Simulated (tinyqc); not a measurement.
Inputs raised by 10 %, one at a time: Froehlich polaron in a polar crystal. Computed by tinyqc, a small Python program. Command: `OMP_NUM_THREADS=1 python tinyqc.py 3004079 3004080 out.jsonl frohlich sens`. One thread of a shared host (Intel(R) Xeon(R) Processor @ 2.30GHz), about 0.2 s of CPU time with the checks.

One electron in a parabolic band of mass m*, coupled to dispersionless LO phonons in the continuum model. Energies are in units of hbar omega unless marked, wave numbers in k_0 = sqrt(2 m* omega/hbar).

Inputs (values chosen for the exercise, for a model crystal):
```
quantity,value,unit
band mass m*,0.132,m_0
LO phonon energy hbar omega,42.3,meV
eps_inf,11.6,-
static dielectric constant eps_s,80.2,-
temperature T,200,K
```

Constants: hbar^2/(2 m_0) = 3.80998212 eV angstrom^2; e^2/(4 pi eps_0) = 14.39964548 eV angstrom; k_B = 8.617333262e-05 eV/K; hbar = 6.582119569e-16 eV s; e = 1.602176634e-19 C; m_0 = 9.1093837015e-31 kg.

Method:
- 1/eps* = 1/eps_inf - 1/eps_s; k_0 = sqrt(2 m* omega/hbar) = sqrt(m* hbar omega / (hbar^2/(2 m_0))) with m* in m_0; alpha = (e^2/(4 pi eps_0)) k_0/(2 eps* hbar omega); polaron length 1/k_0.
- Feynman's bound: E(v, w) = 3 (v - w)^2/(4 v) - (alpha v/sqrt(pi)) int_0^infinity e^-u D(u)^(-1/2) du, D = w^2 u + ((v^2 - w^2)/v)(1 - e^(-v u)); integrals by 80 Gauss-Legendre points in s from 0 to 1 with u = 40 s^2.
- Minimise over v > w > 0 (simplex search); mass m_p/m* = 1 + (alpha v^3/(3 sqrt(pi))) int u^2 e^-u D^(-3/2) du.
- Scattering by absorption of an LO phonon: 1/tau = 2 alpha omega n, n = 1/(exp(hbar omega/(k_B T)) - 1); mu = e tau/m*, the weak-coupling result for k_B T well below hbar omega.

Runs:
```
input moved,from,to,coupling constant alpha,"polaron energy, Feynman (meV)","m_p/m*, Feynman",mobility (cm^2/(V s))
base run,-,-,0.48047,-20.448,1.086,2295.5
band mass m* (m_0),0.132,0.1452,0.50392,-21.452,1.091,1989.7
LO phonon energy hbar omega (meV),42.3,46.53,0.45811,-21.439,1.082,2854.7
eps_inf,11.6,12.76,0.42941,-18.262,1.076,2568.5
static dielectric constant eps_s,80.2,88.22,0.48786,-20.764,1.088,2260.7
temperature T (K),200,220,0.48047,-20.448,1.086,1793.3
```

Exponents ln(y'/y) / ln(x'/x):
```
input,coupling constant alpha,"polaron energy, Feynman","m_p/m*, Feynman",mobility
band mass m*,0.500,0.503,0.048,-1.500
LO phonon energy hbar omega,-0.500,0.497,-0.039,2.288
eps_inf,-1.179,-1.186,-0.097,1.179
static dielectric constant eps_s,0.160,0.161,0.019,-0.160
temperature T,0.000,0.000,0.000,-2.590
```

Which inputs matter most for each result?

Among the inputs moved here: coupling constant alpha answers most in size to eps_inf (exponent -1.179), next to band mass m* (+0.500); its exponent is below 0.0005 for temperature T. Its exponent +0.500 in band mass m*: alpha goes as sqrt(m*). Its exponent -0.500 in LO phonon energy hbar omega: alpha goes as omega^(-1/2). Polaron energy, Feynman answers most in size to eps_inf (exponent -1.186), next to band mass m* (+0.503); its exponent is below 0.0005 for temperature T. m_p/m*, Feynman answers most in size to eps_inf (exponent -0.097), next to band mass m* (+0.048); its exponent is below 0.0005 for temperature T. mobility answers most in size to temperature T (exponent -2.590), next to LO phonon energy hbar omega (+2.288). Its exponent -1.500 in band mass m*: alpha gives m*^(-1/2) and e tau/m* another 1/m*.

Caution (all rows): this mobility formula holds for weak coupling and k_B T well below hbar omega, and it leaves out all other scattering.
